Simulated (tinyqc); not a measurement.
Pariser-Parr-Pople SCF with singles CI, for the molecule C=C1C=CC=CC=C1 (SMILES; centres numbered as the heavy atoms are written), step by step. One step of it, computed by the program tinyqc.

Problem. PPP integrals. Ohno: gamma = 14.399645/sqrt(R^2 + a^2), a = 2 x 14.399645/(gamma_rr + gamma_ss); H_rr = -W_r - sum_(s != r) z_s gamma_rs; H_rs = beta for bonds.

Centres (angstrom, eV; a flat drawing with bonds scaled to 1.40 angstrom):
```
centre          x          y  core charge z          W   gamma_rr
1C       2.637000   0.000000              1  11.160000  11.130000
2C       1.237000   0.000000              1  11.160000  11.130000
3C       0.629000   1.261000              1  11.160000  11.130000
4C      -0.736000   1.573000              1  11.160000  11.130000
5C      -1.830000   0.700000              1  11.160000  11.130000
6C      -1.830000  -0.700000              1  11.160000  11.130000
7C      -0.736000  -1.573000              1  11.160000  11.130000
8C       0.629000  -1.261000              1  11.160000  11.130000
```

Resonance integrals (eV):
```
i  j       beta
1  2  -2.140000
2  3  -2.140000
3  4  -2.140000
4  5  -2.140000
5  6  -2.140000
6  7  -2.140000
7  8  -2.140000
8  2  -2.140000
```

Give: repulsion gamma_rs; core matrix H.

Solution.

repulsion gamma_rs (eV):
```
         1C       2C       3C       4C       5C       6C       7C       8C
1C  11.1300   7.5539   5.3310   3.6545   3.0618   3.0618   3.6545   5.3310
2C   7.5539  11.1300   7.5541   5.0781   4.2333   4.2333   5.0781   7.5541
3C   5.3310   7.5541  11.1300   7.5533   5.0799   4.2341   4.2336   5.0802
4C   3.6545   5.0781   7.5533  11.1300   7.5549   5.0792   4.2331   4.2336
5C   3.0618   4.2333   5.0799   7.5549  11.1300   7.5539   5.0792   4.2341
6C   3.0618   4.2333   4.2341   5.0792   7.5539  11.1300   7.5549   5.0799
7C   3.6545   5.0781   4.2336   4.2331   5.0792   7.5549  11.1300   7.5533
8C   5.3310   7.5541   5.0802   4.2336   4.2341   5.0799   7.5533  11.1300
```

core matrix H (eV):
```
          1C        2C        3C        4C        5C        6C        7C        8C
1C  -42.8086   -2.1400    0.0000    0.0000    0.0000    0.0000    0.0000    0.0000
2C   -2.1400  -52.4448   -2.1400    0.0000    0.0000    0.0000    0.0000   -2.1400
3C    0.0000   -2.1400  -50.2261   -2.1400    0.0000    0.0000    0.0000    0.0000
4C    0.0000    0.0000   -2.1400  -48.5468   -2.1400    0.0000    0.0000    0.0000
5C    0.0000    0.0000    0.0000   -2.1400  -47.9571   -2.1400    0.0000    0.0000
6C    0.0000    0.0000    0.0000    0.0000   -2.1400  -47.9571   -2.1400    0.0000
7C    0.0000    0.0000    0.0000    0.0000    0.0000   -2.1400  -48.5468   -2.1400
8C    0.0000   -2.1400    0.0000    0.0000    0.0000    0.0000   -2.1400  -50.2261
```
